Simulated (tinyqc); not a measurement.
Averaged masses of warped heavy- and light-hole bands: sweeps and comparisons. A value that a table varies takes the place of the one given here.

Four-band hole energies E = c k^2 f(u), c = hbar^2/2m0, f = g1 -/+ 2 sqrt(g2^2 + 3 (g3^2 - g2^2) s), s = ux^2 uy^2 + uy^2 uz^2 + uz^2 ux^2 for the unit vector u; minus for heavy, plus for light holes; the mass along u is 1/f.

Grid: n x n midpoints in cos(theta) from 0 to 1 and phi from 0 to pi/2, equal weights. m_d = <f^(-3/2)>^(2/3). Conductivity mass for one scattering time: 1/m_c = <|w|^2 f^(-5/2)>/<f^(-3/2)> with w = grad_k(k^2 f)/(2 k), that is |w|^2 = f^2 + |angular gradient of f|^2/4.

Parameters, chosen for this exercise (out of a larger set: near those of GaSb; not measured data): g1 = 13.41 (Luttinger gamma1); g2 = 4.69 (gamma2); g3 = 6.04 (gamma3).

## Ways to average over directions

Heavy and light m_d on grids of growing n, against n = 160; also the three-direction rule <F> = (10 F[100] + 16 F[110] + 9 F[111])/35 and the spherical masses 1/(g1 (1 -/+ mu)), mu = (6 g3 + 4 g2)/(5 g1).

Masses (m0):
```
method,heavy,light,error heavy (%),error light (%)
grid n = 1,0.7312,0.0393,55.39,-3.97
grid n = 2,0.4762,0.0406,1.19,-0.74
grid n = 3,0.4757,0.0408,1.08,-0.35
grid n = 5,0.4720,0.0409,0.31,-0.14
grid n = 10,0.4709,0.0409,0.07,-0.04
grid n = 160,0.4706,0.0409,0.00,0.00
three directions,0.5167,0.0410,9.81,0.27
spherical,0.4149,0.0410,-11.83,0.13
[100] alone,0.2481,0.0439,-47.27,7.25
```

How do the results move?

The heavy mass is within 1 % from grid n = 5 on. Three directions err by +9.81 %, the spherical form by -11.83 % and [100] alone by -47.3 %; for light holes the same three err by +0.27, +0.13 and +7.2 %. The power -3/2 weights the heavy directions near [111], which a mean of f misses.

## Cyclotron masses against the field direction

For the central orbit m_cyc is the mean of 1/f(u) over the directions u normal to B (360 points on the circle). B lies in the (1-10) plane at the angle from [001]; 54.7 degrees is [111], 90 is [110].

Masses (m0):
```
angle (degrees),heavy,light
0.0,0.3604,0.0420
15.0,0.3861,0.0416
30.0,0.4546,0.0409
45.0,0.5081,0.0403
54.7,0.5141,0.0402
70.0,0.5130,0.0404
90.0,0.5154,0.0407
```

What does this show, and why?

The heavy mass is smallest at 0 and largest at 90 degrees of the angles listed, a spread of 43 %; the light mass varies by 4.4 %. The orbit normal to [001] has s between 0 and 1/4, the orbit normal to [111] has s = 1/4 all round, which gives 1/(g1 - sqrt(g2^2 + 3 g3^2)) = 0.5141. This is the classical limit; low Landau levels of holes depart from it.

## Several materials

The inputs are values chosen for the exercise; n = 40; delta = (g3 - g2)/g1.

Results:
```
case,g1,g2,g3,m_d heavy,m_c heavy,m_d light,delta
A near GaSb,13.49,4.71,5.96,0.428,0.331,0.0409,0.093
B near InAs,20.08,8.48,9.19,0.457,0.408,0.0264,0.035
C near Ge,13.34,4.21,5.68,0.348,0.275,0.0424,0.110
D near GaP,4.07,0.49,1.25,0.501,0.440,0.1656,0.187
E near InP,5.06,1.60,2.12,0.873,0.718,0.1124,0.103
F near Si,4.29,0.34,1.45,0.519,0.413,0.1548,0.259
```

How do the results move?

Heavy masses span a factor of 2.5 and light ones 6.3: the coupling to the conduction band adds to g1, 2 g2 and 2 g3 alike, so it cancels for heavy holes and doubles for light ones. The ratio m_c/m_d of the heavy holes is lowest for A (0.77); delta is largest for F; the heavy band feels the warping rather through (g3 - g2)/(g1 - 2 g3), which runs from 0.42 to 0.80 here and is 0.80 for the case with the lowest ratio.

## What each parameter does

n = 40. Each row changes one parameter from the base and keeps the others.

Results:
```
case,m_d heavy (m0),m_c heavy (m0),m_d light (m0),m_c light (m0)
base,0.4706,0.3372,0.0409,0.0407
g1 = 13.008,0.5963,0.3732,0.0416,0.0414
g2 = 4.831,0.4857,0.3607,0.0407,0.0406
g3 = 6.221,0.5558,0.3365,0.0405,0.0403
```

How do the results move?

The largest shifts from the base row, up to three for each result and ties (the steps differ in size, so this ranks the rows, not the parameters). m_d heavy (m0): g1 +0.1256, g3 +0.0852, g2 +0.0150. m_c heavy (m0): g1 +0.0360, g2 +0.0235, g3 -0.0008. m_d light (m0): g1 +0.0007, g3 -0.0004, g2 -0.0002. m_c light (m0): g1 +0.0007, g3 -0.0004, g2 -0.0001.

Program tinyqc; command `OMP_NUM_THREADS=1 python tinyqc.py 1050252 1050253 out.jsonl`; about 0.03 s on one thread of a shared Intel(R) Xeon(R) Processor @ 2.30GHz.
